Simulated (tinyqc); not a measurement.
# Off-state leakage of single and stacked transistors: what changes with what

n-channel devices of unit width. Subthreshold current I(Vg, Vs, Vd) = I0 (T/300 K)^0.5 exp[(Vg - Vs - VT(T) - gb (Vs - Vb) + dd (Vd - Vs))/(nf Vt)] (1 - exp(-(Vd - Vs)/Vt)), VT(T) = VT - cT (T - 300 K). Gate-edge tunnelling Ig (Vd/1 V) exp(ag (Vd - 1 V)), for a gate at 0 V, and band-to-band leakage Ab u exp(-Bb/u), u = Vd - Vb + 1 V, flow at a drain held at V; both are taken as independent of T. In a stack of off transistors (all gates at 0 V) the same subthreshold current passes through each.

Inputs (values chosen for the exercise); values of the order met in bulk silicon logic transistors:
```
symbol,value,unit,meaning
T,378,K,temperature
V,0.9,V,supply voltage
VT,0.32,V,"threshold at 300 K, zero drain and body bias"
cT,0.6,mV/K,fall of the threshold with temperature
I0,0.17,uA/um,current at threshold at 300 K
nf,1.32,,slope factor
dd,0.04,,drain-induced lowering per volt
gb,0.24,,rise of the threshold per volt of source-body bias
Ig,1e-6,uA/um,gate-edge tunnelling current at 1 V
ag,4.7,1/V,exponential slope of the gate current
Ab,1,uA/(um V),prefactor of band-to-band leakage at the drain
Bb,26,V,its exponential voltage
Vb,0,V,body voltage
```

Constants: q = 1.602176634e-19 C, kB = 1.380649e-23 J/K, Vt = kB T/q. Results are converted to the units shown.

Each table varies one quantity; the others keep the values above.

## Subthreshold current against the height of the stack

All n gates at 0 V, bottom source at 0 V, top drain at V; node voltages follow from equal currents.

Subthreshold current against the height of the stack:
```
n,I (nA/um),reduction factor,drain voltage of the bottom device (mV),source voltage of the top device (mV),voltage across the top device (V)
1,0.7670,1.000,900.0,0,0.9000
2,0.2403,3.192,38.99,38.99,0.8610
3,0.1427,5.376,17.89,56.50,0.8435
4,0.1015,7.556,11.73,67.94,0.8321
5,0.07879,9.734,8.742,76.44,0.8236
6,0.06439,11.91,6.972,83.22,0.8168
```

The second transistor cuts the current by a factor of 3.19, the third by a further 1.68 and the sixth by 1.22. The top device keeps 90.8 % of the supply at n = 6, while the drain voltage of the bottom one falls to 0.214 Vt.

## Leakage components against the supply voltage

Same model as above.

One transistor with Vg = Vs = 0, Vd = V; stack factor I(one)/I(two in series).

Leakage components against the supply voltage:
```
V (V),subthreshold (nA/um),gate edge (nA/um),band-to-band (nA/um),total (nA/um),stack factor,largest part
0.5,0.5287,4.768e-5,4.450e-5,0.5287,2.518,subthreshold
0.6,0.5802,9.155e-5,1.402e-4,0.5804,2.665,subthreshold
0.7,0.6368,1.709e-4,3.875e-4,0.6373,2.825,subthreshold
0.8,0.6988,3.125e-4,9.597e-4,0.7001,3.000,subthreshold
0.9,0.7670,5.625e-4,0.002167,0.7697,3.192,subthreshold
1,0.8417,0.001000,0.004521,0.8473,3.403,subthreshold
1.1,0.9238,0.001760,0.008815,0.9344,3.633,subthreshold
1.2,1.014,0.003072,0.01621,1.033,3.885,subthreshold
1.3,1.113,0.005325,0.02833,1.146,4.162,subthreshold
1.4,1.221,0.009175,0.04735,1.278,4.464,subthreshold
```

Read the table: what changes, and by how much?

As V goes from 0.5 to 1.4, the total leakage rises from 0.529 to 1.28 nA/um. The subthreshold part leads at V = 0.5 and in all other rows. The reduction by a stack of two rises from 2.52 to 4.46, for the subthreshold part alone.

Numbers from tinyqc (`OMP_NUM_THREADS=1 python tinyqc.py 2242015 2242016 out.jsonl`; about 0.03 s on one thread of a shared Intel Xeon 2.30GHz).
